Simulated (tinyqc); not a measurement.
Choosing the metal: Schottky barrier with interface states (Cowley-Sze model), image lowering and contact resistance. Computed by tinyqc, a small Python program. Command: `OMP_NUM_THREADS=1 python tinyqc.py 3026334 3026335 out.jsonl pinning walk`. One thread of a shared host (Intel(R) Xeon(R) Processor @ 2.30GHz), about 0.01 s of CPU time with the checks.

An n-type semiconductor under a metal. The barrier lies between the Schottky-Mott limit phi_M - chi and the Bardeen limit E_g - E_n, E_n being the neutrality level of the interface states; the space-charge term of the full Cowley-Sze expression is left out.

Inputs (values chosen for the exercise, for a model semiconductor):

| quantity | value | unit |
|---|---|---|
| gap E_g | 1.28 | eV |
| electron affinity chi | 4.45 | eV |
| metal work function phi_M | 5.39 | eV |
| neutrality level E_n above the valence band | 0.879 | eV |
| interface-state density D | 1.2e+14 | cm^-2 eV^-1 |
| dipole layer thickness delta | 0.49 | nm |
| dipole layer constant eps_i | 1 | - |
| dielectric constant eps_s | 13.6 | - |
| electron mass m_e | 0.0906 | m_0 |
| valleys M_c | 1 | - |
| donor density N | 1.6e+16 | cm^-3 |
| temperature T | 300 | K |

Pinning factor from: interface states.

Constants: e = 1.602176634e-19 C; eps_0 = 8.8541878128e-12 F/m; k_B = 8.617333262e-05 eV/K; hbar = 1.054571817e-34 J s; m_0 = 9.1093837015e-31 kg; k_B = 1.380649e-23 J/K; h = 6.62607015e-34 J s.

Method:
- S = 1/(1 + e^2 D delta/(eps_i eps_0)); for D per eV, e^2 D is the number e x D in SI units, with 1 cm^-2 = 1e4 m^-2.
- phi_B = S (phi_M - chi) + (1 - S)(E_g - E_n); the hole barrier is E_g - phi_B.
- A* = 4 pi e m_e M_c k_B^2/h^3 (a simple valley count); J_s = A* T^2 exp(-phi/k_B T).
- E_00 = (e hbar/2) sqrt(N/(m_e eps_s eps_0)), E_0 = E_00 coth(E_00/k_B T); scaling form of the contact resistivity rho_c = (k_B/(e A* T)) exp(phi_B/E_0), which is the thermionic result when E_00 << k_B T and keeps only the leading exponential of tunnelling when E_00 >> k_B T; image lowering is left out of it.

pinning factor S = 0.0859111

Bardeen barrier = 0.401 eV

E_0 = 0.0259097 eV

Against work function:

| phi_M (eV) | Schottky-Mott (eV) | phi_B (eV) | J_0 (A/cm^2) | rho_c (ohm cm^2) |
|---|---|---|---|---|
| 4.45 | 0.00 | 0.36655 | 0.68142 | 0.0368 |
| 4.63 | 0.18 | 0.38201 | 0.37466 | 0.0668 |
| 4.82 | 0.37 | 0.39834 | 0.19926 | 0.1254 |
| 5.00 | 0.55 | 0.41380 | 0.10955 | 0.2277 |
| 5.18 | 0.73 | 0.42926 | 0.06023 | 0.4136 |
| 5.36 | 0.91 | 0.44473 | 0.03312 | 0.7513 |
| 5.55 | 1.10 | 0.46105 | 0.01761 | 1.4106 |
| 5.73 | 1.28 | 0.47652 | 0.00968 | 2.5622 |

What follows from these numbers?

A span of 1.28 eV in work function moves the barrier by 0.110 eV (slope S = 0.086) and rho_c by 1.8 decades. The barrier equals its Schottky-Mott value only at phi_M = chi + E_g - E_n = 4.85 eV, where the interface states are neutral.
